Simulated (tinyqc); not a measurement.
# Cell size and critical density at another thickness

Question. In the cell model of oxide breakdown (cubic cells of edge a, defect density growing as t^al) the Weibull slope is beta = al tox/a, and for small l the critical density is N_bd = a^(-3) (A/a^2)^(-a/tox). Find a from the slope, and then the area A and the slope at 7.2 nm.

Parameters, values chosen for the exercise: exponent of defect growth al = 0.39.

Weibull slope at a thickness of 5.4 nm = 2.34
N_bd there, small-l form = 1.2521758e20 cm^-3

Solution. a = al tox/beta, and A = a^2 (a^3 N_bd)^(-tox/a).

a = 0.9000 nm
A = 1.400 um^2
slope = 3.120

Numbers from tinyqc (`OMP_NUM_THREADS=1 python tinyqc.py 2070029 2070030 out.jsonl`; about 0.01 s on one thread of a shared Intel Xeon 2.30GHz).
